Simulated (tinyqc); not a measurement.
p-n diode with diffusion and depletion-layer recombination: two steps of the calculation.

Abrupt junction in the depletion approximation, low injection, full ionisation, neutral widths fixed, ohmic contact on the p side. Vj is the junction voltage; where a series resistance Rs is given, V = Vj + J Rs is the terminal voltage.

Values chosen for this exercise; band and dielectric values close to those of gallium nitride:
```
symbol,value,unit,meaning
T,350,K,temperature
Eg,3.42,eV,band gap
eps_r,9.46,,relative permittivity
Nc,2.87e18,cm^-3,conduction-band density of states at T
Nv,5.72e19,cm^-3,valence-band density of states at T
Na,1e16,cm^-3,acceptor density
Nd,7.4e15,cm^-3,donor density
tn,5e-9,s,electron lifetime
tp,4e-7,s,hole lifetime
Rs,0.0031,ohm cm^2,series resistance
Et,0,eV,trap level above the intrinsic level
Vj,2.31,V,junction voltage at which recombination is evaluated
V,2.95,V,terminal voltage
```

Constants: q = 1.602176634e-19 C, kB = 1.380649e-23 J/K, Vt = kB T/q, eps0 = 8.8541878128e-14 F/cm where lengths are in cm. Results are converted to the units shown.

Question 1. Recombination in the depleted layer. ni = sqrt(Nc Nv) exp(-Eg/(2 Vt)), Eg in volts. Vbi = Vt ln(Na Nd/ni^2), W = sqrt(2 eps0 eps_r (Vbi - Vj)(1/Na + 1/Nd)/q), xp = W Nd/(Na + Nd), xn = W Na/(Na + Nd); u(x) = q Na (x + xp)^2/(2 eps0 eps_r) for x < 0 and Vbi - Vj - q Nd (xn - x)^2/(2 eps0 eps_r) for x > 0; p = Na exp(-u/Vt), n = Nd exp((u - Vbi + Vj)/Vt); U = ni^2 (exp(Vj/Vt) - 1)/(tp (n + ni exp(Et/Vt)) + tn (p + ni exp(-Et/Vt))); J_scr = q times the integral of U from -xp to xn. Trapezoid rule on 13 equal steps.

Give: W; x; u; n; p; U; J_scr.

Answer 1.

W = 405.64 nm

```
point   x (nm)    u (V)  n (cm^-3)  p (cm^-3)  U (cm^-3 s^-1)
0      -172.51  0.00000   1.7060e6  1.0000e16       3.4120e14
1      -141.31  0.00931   2.3231e6  7.3437e15       4.6462e14
2      -110.11  0.03725   5.8658e6  2.9084e15       1.1732e15
3       -78.90  0.08381   2.7464e7  6.2119e14       5.4927e15
4       -47.70  0.14899   2.3843e8  7.1552e13       4.7673e16
5       -16.50  0.23280   3.8383e9  4.4447e12       7.1805e17
6        14.70  0.33163  1.0169e11  1.6777e11       4.1095e17
7        45.91  0.42121  1.9823e12   8.6061e9       2.1514e16
8        77.11  0.49701  2.4470e13   6.9718e8       1.7429e15
9       108.31  0.55903  1.9127e14   8.9193e7       2.2298e14
10      139.52  0.60727  9.4671e14   1.8020e7       4.5051e13
11      170.72  0.64172  2.9671e15   5.7497e6       1.4374e13
12      201.92  0.66239  5.8885e15   2.8972e6       7.2429e12
13      233.13  0.66928  7.4000e15   2.3054e6       5.7635e12
```

J_scr = 6.0368e-7 A/cm^2

Question 2. New Vj. Diffusion current alone: J = J0 (exp(Vj/Vt) - 1), g = Vj + J Rs - V, g' = 1 + Rs J0 exp(Vj/Vt)/Vt, Vj(new) = Vj - g/g'.

Vj at the start = 2.95 V
J0 = J0n + J0p = 1.1601080e-41 A/cm^2

Find: J; g; g'; Vj after iteration 1.

Answer 2.

J = 34.88 A/cm^2
g = 0.1081 V
g' = 4.585
Vj after iteration 1 = 2.926 V

tinyqc, about 0.01 s, one thread, Intel Xeon 2.30GHz (shared host): `OMP_NUM_THREADS=1 python tinyqc.py 2260102 2260103 out.jsonl`
